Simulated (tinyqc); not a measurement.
## Free and trapped electrons in a MOS channel with a dense trap tail: effect of the density of the tail at the conduction edge

p-type body, charge-sheet picture, full ionisation (an idealisation for deep acceptors), Boltzmann statistics for free electrons. e = Ec - EF at the surface. Acceptor-like traps of density D(E) = D0 + De exp(-E/Ew) at depth E below Ec, from 0 to Eu, hold n_t = integral of D(E)/(1 + exp((e - E)/Vt)). psi = Eg - Vt ln(Nv/Na) - e; N_dep = sqrt(2 eps0 eps_r Na (psi - Vt)/q); n_f = sqrt(N_dep^2 + 2 eps0 eps_r Vt Nc exp(-e/Vt)/q) - N_dep; Vg = Vfb + psi + q (N_dep + n_t + n_f)/Cox, Cox = eps0 eox/tox.

VT is the Vg for n_f = 1e11 cm^-2; swing ln 10 n_f/(dn_f/dVg) at n_f = 1e8 cm^-2; the last three columns are for Vg = VT + 3.3 V, with free share n_f/(n_f + n_t) and field-effect mobility mf q (dn_f/dVg)/Cox; there EF is near the band edge, where Boltzmann statistics are rough.

Parameters, values chosen for the exercise; band and dielectric values close to those of 4H silicon carbide:
- T = 400 K (temperature)
- Eg = 3.29 eV (band gap)
- eps_r = 9.73 (relative permittivity)
- Nc = 2.66e19 cm^-3 (conduction-band density of states at T)
- Nv = 3.82e19 cm^-3 (valence-band density of states at T)
- eox = 3.9 (relative permittivity of the insulator)
- tox = 41 nm (insulator thickness)
- Na = 1.2e16 cm^-3 (acceptor density)
- Vfb = -2.11 V (flat-band voltage without trapped charge)
- D0 = 2.5e11 cm^-2 eV^-1 (constant background density of acceptor-like traps)
- Ew = 0.09 eV (decay energy of the tail)
- Eu = 0.81 eV (depth below Ec down to which the traps reach)
- mf = 230 cm^2/(V s) (mobility of free electrons)

Constants: q = 1.602176634e-19 C, kB = 1.380649e-23 J/K, Vt = kB T/q, eps0 = 8.8541878128e-14 F/cm where lengths are in cm. Results are converted to the units shown.

Result of one run:
```
De (cm^-2 eV^-1),e at VT (eV),VT (V),q n_t/Cox at VT (V),swing (mV/decade),n_f (cm^-2),free share (%),field-effect mobility (cm^2/(V s))
2e12,0.1490,2.488,0.3956,140.4,1.643e12,83.61,218.5
```

What becomes of these results when the density of the tail at the conduction edge De is changed from 2e12 to 9e13 cm^-2 eV^-1, all else the same?

Result of the changed run:
```
De (cm^-2 eV^-1),e at VT (eV),VT (V),q n_t/Cox at VT (V),swing (mV/decade),n_f (cm^-2),free share (%),field-effect mobility (cm^2/(V s))
9e13,0.1490,6.073,3.981,363.0,3.903e11,10.03,50.28
```

The whole series:
```
De (cm^-2 eV^-1),e at VT (eV),VT (V),q n_t/Cox at VT (V),swing (mV/decade),n_f (cm^-2),free share (%),field-effect mobility (cm^2/(V s))
1e12,0.1490,2.447,0.3549,137.9,1.684e12,86.71,221.5
2e12,0.1490,2.488,0.3956,140.4,1.643e12,83.61,218.5
5e12,0.1490,2.610,0.5178,148.0,1.524e12,75.04,209.3
1e13,0.1490,2.814,0.7215,160.6,1.348e12,62.93,193.0
2e13,0.1490,3.221,1.129,185.9,1.069e12,45.19,160.4
4e13,0.1490,4.036,1.944,236.5,7.220e11,25.74,108.8
9e13,0.1490,6.073,3.981,363.0,3.903e11,10.03,50.28
2e14,0.1490,10.55,8.462,641.4,2.213e11,3.533,19.46
```

As De goes from 1e12 to 2e14, VT rises from 2.45 to 10.6 V, its part due to traps rises from 0.355 to 8.46 V, the swing rises from 138 to 641 mV/decade and the field-effect mobility falls from 221 to 19.5 cm^2/(V s).

Computed by the program tinyqc: `OMP_NUM_THREADS=1 python tinyqc.py 2222081 2222082 out.jsonl`, one thread of a shared Intel Xeon 2.30GHz, about 0.02 s for the whole run.
